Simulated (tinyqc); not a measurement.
Inside a calculation. Model: a discretised effective-mass wire between two leads, recursive Green functions.

tinyqc, about 0.01 s, one thread, Intel Xeon 2.30GHz (shared host): `OMP_NUM_THREADS=1 python tinyqc.py 2660002 2660003 out.jsonl` Printed values are rounded.

Finite differences on a grid of step a give a chain with hopping -t, t = C/(m a^2), C = hbar^2/(2 m0), and site energies 2 t + U_i for the N = 8 sites of the device; the semi-infinite leads have site energy 2 t. Each slice is one site, and V = -t couples neighbouring slices.

Values chosen for this exercise: effective mass m = 0.31 m0; grid step a = 0.15 nm; potential on the sites 1 to N U = [0, 1.469, 2.449, 2.939, 2.939, 2.449, 1.469, 0] eV; energy above the band bottom of the leads E = 3.028 eV.

Constants: q = 1.602176634e-19 C, hbar = 1.054571817e-34 J s, h = 6.62607015e-34 J s, m0 = 9.1093837015e-31 kg, hbar^2/(2 m0) = 0.0380998212 eV nm^2. Results are converted to the units shown.

## Self-energy of the leads

Sigma = t^2 g(E - 2 t), g(x) = (x - i sqrt(4 t^2 - x^2))/(2 t^2) for |x| < 2 t and (x - sign(x) sqrt(x^2 - 4 t^2))/(2 t^2) otherwise; Gamma = i (Sigma - Sigma^dagger); both leads give the same.

t = 5.46234 eV
Sigma = -3.94834-3.77462i eV
Gamma = 7.54924 eV
open modes = 1

## Forward pass

Forward pass: g_1 = (E - H_1 - Sigma)^(-1), g_i = (E - H_i - V g_(i-1) V^dagger)^(-1), with Sigma also subtracted on the last slice; G_(i,1) = g_i V G_(i-1,1), starting from g_1. H_i is the block of slice i, its site energy.

```
site           g_i (1/eV)  G_(i,1) of the forward pass (1/eV)
1     -0.132330-0.126507i                 -0.132330-0.126507i
2     -0.124264-0.086583i                 -0.029991-0.148455i
3     -0.130832-0.050918i                  0.019857-0.114434i
4     -0.137646-0.030167i                  0.033786-0.082768i
5     -0.146004-0.019531i                  0.035776-0.062405i
6     -0.165398-0.016093i                  0.037807-0.053236i
7     -0.223079-0.024176i                  0.053100-0.059877i
8      0.098300-0.163220i                  0.024872+0.079493i
```

## Transmission

G_(N,1) = 0.0248720+0.0794926i 1/eV

T(E) = Tr[Gamma G_(N,1) Gamma G_(N,1)^dagger]. Conductance (2 q^2/h) T(E).

T(E) = 0.395386
conductance = 30.6349 uS

Inverting the whole matrix gives the same value.

## Backward pass

Backward pass: G_NN = g_N, G_ii = g_i + g_i V^dagger G_(i+1,i+1) V g_i; local density of states -Im G_ii/pi on each site.

```
site          G_ii (1/eV)  local density of states (1/eV)
1      0.098300-0.163220i                       0.0519546
2     -0.026305-0.232047i                       0.0738630
3     -0.149809-0.207884i                       0.0661717
4     -0.204210-0.174882i                       0.0556666
5     -0.204210-0.174882i                       0.0556666
6     -0.149809-0.207884i                       0.0661717
7     -0.026305-0.232047i                       0.0738630
8      0.098300-0.163220i                       0.0519546
```

A site of an infinite clean chain has 1/(pi sqrt(4 t^2 - x^2)) = 0.0422 1/eV at this energy (x counted from the band centre); the device goes from 0.0520 (site 1) to 0.0739 (site 7).

## States fed from the left, and the bond current

The full first column follows backwards from c_N = G_(N,1): c_i = G_(i,1)(forward) + g_i V^dagger c_(i+1). The density of states fed by the left lead is Gamma |c_i|^2/(2 pi), and the current on bond i is 2 t Gamma Im(c_(i+1) conj(c_i)) in units of T(E).

```
site          c_i (1/eV)  density fed from the left (1/eV)
1     0.098300-0.163220i                         0.0436190
2     0.141337-0.185908i                         0.0655274
3     0.144034-0.155537i                         0.0539924
4     0.131464-0.108678i                         0.0349563
5     0.116752-0.060049i                         0.0207103
6     0.100138-0.010442i                         0.0121793
7     0.072910+0.040272i                         0.0083356
8     0.024872+0.079493i                         0.0083356
```

bond current, bond 1 to 7: 0.395386  0.395386  0.395386  0.395386  0.395386  0.395386  0.395386

The bond current is the same on every bond and equals T(E): the current is conserved.
